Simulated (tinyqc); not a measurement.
Hexagonal on-chip spiral inductor, lumped pi model: effect of the substrate resistivity.

Outer diameter do = di + 2 n wd + 2 (n - 1) sp, mean da = (do + di)/2, fill p = (do - di)/(do + di), length l = 3.464 n da. L = 2.33 mu0 n^2 da/(1 + 3.82 p), mu0 = 4 pi 1e-7 H/m. Rs = rho l/(wd delta (1 - exp(-th/delta))), delta = sqrt(rho/(pi f mu0)). Cs = n wd^2 eps0 eo/hu across the coil. At each end Cox = l wd eps0 eo/(2 ho) leads to the substrate branch Rsi = 2 rs he/(l wd) in parallel with Csi = l wd eps0 11.7/(2 he). With one end grounded Y = 1/(Rs + i w L) + i w Cs + 1/[1/(i w Cox) + 1/(1/Rsi + i w Csi)], w = 2 pi f; Q = -Im Y/Re Y. Eddy currents in neighbouring turns and in the substrate are left out.

Peak Q and its frequency from a search over f; self-resonance where Im Y = 0; Q at the given f (negative beyond resonance).

Parameters, values chosen for the exercise; values of the order met in silicon radio-frequency processes:

| symbol | value | unit | meaning |
|---|---|---|---|
| n | 1.5 |  | number of turns |
| wd | 20 | um | line width |
| sp | 2 | um | space between turns |
| di | 100 | um | inner diameter |
| th | 4 | um | metal thickness |
| rho | 3 | uohm cm | metal resistivity |
| ho | 6 | um | oxide below the coil |
| hu | 1.1 | um | oxide between coil and underpass |
| eo | 4.1 |  | relative permittivity of the oxide |
| he | 80 | um | effective spreading depth in the substrate |
| f | 5 | GHz | frequency |

Constants: eps0 = 8.8541878128e-12 F/m. Results are converted to the units shown.

The same in every row: L (nH) = 0.4533; do (um) = 162.0.

Result of one run:
```
rs (ohm cm),peak Q,f of the peak (GHz),self-resonance (GHz),Q at f
1,16.50,7.035,38.12,15.39
```

What becomes of these results when the substrate resistivity rs is changed from 1 to 10 ohm cm, all else the same?

Result of the changed run:
```
rs (ohm cm),peak Q,f of the peak (GHz),self-resonance (GHz),Q at f
10,16.66,9.630,45.33,14.71
```

The whole series:
```
rs (ohm cm),peak Q,f of the peak (GHz),self-resonance (GHz),Q at f
0.1,20.42,10.78,30.37,16.00
1,16.50,7.035,38.12,15.39
3,14.95,6.189,44.34,14.58
10,16.66,9.630,45.33,14.71
30,21.26,14.49,45.42,15.63
100,25.03,18.03,45.43,16.10
1000,27.37,20.12,45.43,16.30
10000,27.65,20.37,45.43,16.32
```

As rs goes from 0.1 to 10000, L stays at 0.453 nH, the peak Q goes from 20.4 through a minimum of 14.9 (at rs = 3 among the rows listed) to 27.7, its frequency goes from 10.8 through a minimum of 6.19 (at rs = 3 among the rows listed) to 20.4 GHz and the self-resonance rises from 30.4 to 45.4 GHz. In this model both a very low and a very high resistivity dissipate little: the first shorts the branch to a pure Cox, the second blocks the current. For rs = 0.1, 1 eddy currents in the substrate, left out, would lower Q markedly.

Computed by the program tinyqc: `OMP_NUM_THREADS=1 python tinyqc.py 2302036 2302037 out.jsonl`, one thread of a shared Intel Xeon 2.30GHz, about 0.01 s for the whole run.
